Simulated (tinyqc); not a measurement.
Changing the period of the pattern: rapid thermal processing of a wafer: radiative balance, ramp and cooling, pattern effects, pyrometer error and spike budget. Computed by tinyqc, a small Python program. Command: `OMP_NUM_THREADS=1 python tinyqc.py 3111363 3111364 out.jsonl rtp sweep`. One thread of a shared host (Intel(R) Xeon(R) Processor @ 2.30GHz), about 0.05 s of CPU time with the checks.

The wafer is opaque and uniform through its thickness unless said otherwise; temperatures in formulas are in kelvin (C + 273.15). sigma = 5.670374419e-12 W/(cm^2 K^4).

Inputs (values chosen for the exercise, modelled on a hot silicon wafer): wafer thickness d = 625 micrometre; heat capacity per volume C = 2.15 J/(cm^3 K); thermal conductivity k = 0.27 W/(cm K); emissivity eps of each face = 0.6; reflectivity of the chamber walls r = 0.51; gas heat-transfer coefficient h, both faces together = 1.3 mW/(cm^2 K); wall temperature T_w = 700 K; process temperature = 664 C; ramp rate = 62 K/s; relative change of absorptivity over a pattern = 7.7 %; activation energy of the process E_a = 3.46 eV.

Constants: k_B = 8.617333262e-05 eV/K.

Method:
- Effective emissivity between parallel grey plates: eps_eff = 1/(1/eps + 1/(1 - r) - 1). Loss per area q(T) = 2 eps_eff sigma (T^4 - T_w^4) + h (T - T_w).
- Absorbed power during a ramp = q(T) + C d x ramp rate; thermal time constant tau = C d/(dq/dT), dq/dT = 8 eps_eff sigma T^3 + h; natural cooling rate q/(C d); front-to-back difference under one-sided heating at the end of the ramp = (absorbed power) d/(2 k).
- At steady state a sinusoidal change of absorbed power of relative amplitude a and period p gives the temperature amplitude a q/(dq/dT + k d (2 pi/p)^2); healing length l = sqrt(k d/(dq/dT)); process change = E_a dT/(k_B T^2). Emissivity is taken as unchanged.

One run for each value:
```
period of the pattern (mm)  amplitude (K)  change of the process rate (%)
0.3                            2.6353e-04                      1.2048e-03
0.71                           1.4759e-03                      6.7475e-03
1.7                            8.4568e-03                      3.8663e-02
4                              4.6681e-02                      2.1342e-01
9.5                            2.5897e-01                      1.1840e+00
22                             1.2772e+00                      5.8391e+00
53                             5.0268e+00                      2.2981e+01
130                            1.0250e+01                      4.6860e+01
300                            1.2323e+01                      5.6337e+01
```

What does the table show, and why?

Over the rows, amplitude (K) rises from 2.64e-4 to 12.3 (exponent d ln y / d ln x 2.0 between the first rows and 0.22 between the last); change of the process rate (%) rises from 0.00120 to 56.3 (exponent d ln y / d ln x 2.0 between the first rows and 0.22 between the last). At the low end the exponent of amplitude is 2.00, close to 2: conduction smooths short periods.
